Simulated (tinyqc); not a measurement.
Thermoelectric coefficients with electrons and holes, Landauer integrals: two steps of the calculation.

Bulk parabolic band, x = (E - Ec)/kB T, C = hbar^2/(2 m0), kB T in eV. Modes per area gv m kB T x/(4 pi C) times the back-scattering length l0 x^rr give the transport function s0 X(x), s0 = (2 q^2/h) gv m kB T l0/(4 pi C), X = x^(1 + rr). Holes have the same form with the prefactor bb s0 and the reduced level -eta - xg in place of eta. I_k = int X (x - eta)^k w dx, w = 1/(4 cosh^2((x - eta)/2)).

Inputs (values chosen for the exercise):
```
symbol  value     unit                                                meaning
T         500        K                                            temperature
m         1.1       m0                                     mass of one valley
gv          2                                                         valleys
l0        8.4       nm                        back-scattering length at x = 1
rr          0                                  energy exponent of that length
kL        5.4  W/(m K)                           lattice thermal conductivity
eta      -0.6                              reduced Fermi level (EF - Ec)/kB T
xg        2.5                                                   gap over kB T
bb        2.6           ratio of the hole prefactor to the electron prefactor
```

Constants: q = 1.602176634e-19 C, kB = 1.380649e-23 J/K, hbar = 1.054571817e-34 J s, h = 6.62607015e-34 J s, m0 = 9.1093837015e-31 kg, Vt = kB T/q, hbar^2/(2 m0) = 0.0380998212 eV nm^2. Results are converted to the units shown.

Problem 1. Coefficients of the electrons. sigma = s0 I_0, S = -(kB/q) I_1/I_0, Lorenz number L = (kB/q)^2 [I_2/I_0 - (I_1/I_0)^2], kappa_e = L sigma T.

converged I_0, I_1, I_2: 0.43748795  1.2378095  4.4249015

Wanted: s0; sigma; S; L; kappa_e.

Solution 1.

s0 = 1289 S/cm
sigma = 563.7 S/cm
S = -243.8 uV/K
L = 1.566 x 1e-8 V^2/K^2
kappa_e = 0.4415 W/(m K)

L is 36 % below the Sommerfeld value (pi^2/3)(kB/q)^2 = 2.443e-8 V^2/K^2.

Problem 2. Both bands together. With both bands: sigma = sigma_n + sigma_p, S = (sigma_n S_n + sigma_p S_p)/sigma with S_p = +(kB/q) I_1/I_0 of the holes, and kappa_e is the sum of L sigma T of both bands and the bipolar term sigma_n sigma_p (S_p - S_n)^2 T/sigma. Power factor S^2 sigma, ZT = S^2 sigma T/(kappa_e + kL).

sigma = 563.73229 S/cm
S = -243.81510 uV/K
kappa_e = 0.44145006 W/(m K)
converged I_0, I_1, I_2 of the holes: 0.13938676  0.55347311  2.4813452

Give: sigma_p; S_p; S; bipolar kappa; ZT.

Solution 2.

sigma_p = 467.0 S/cm
S_p = 342.2 uV/K
S = 21.68 uV/K
bipolar kappa = 4.385 W/(m K)
ZT = 0.002289

Holes carry 45.3 % of the conductivity and change S from -244 to 21.7 uV/K. Electrons alone would give ZT = 0.287.

Range of the model: Parabolic bands, elastic scattering and a fixed kL make these model figures, not those of a material.

tinyqc, about 0.04 s, one thread, Intel Xeon 2.30GHz (shared host): `OMP_NUM_THREADS=1 python tinyqc.py 2800125 2800126 out.jsonl`
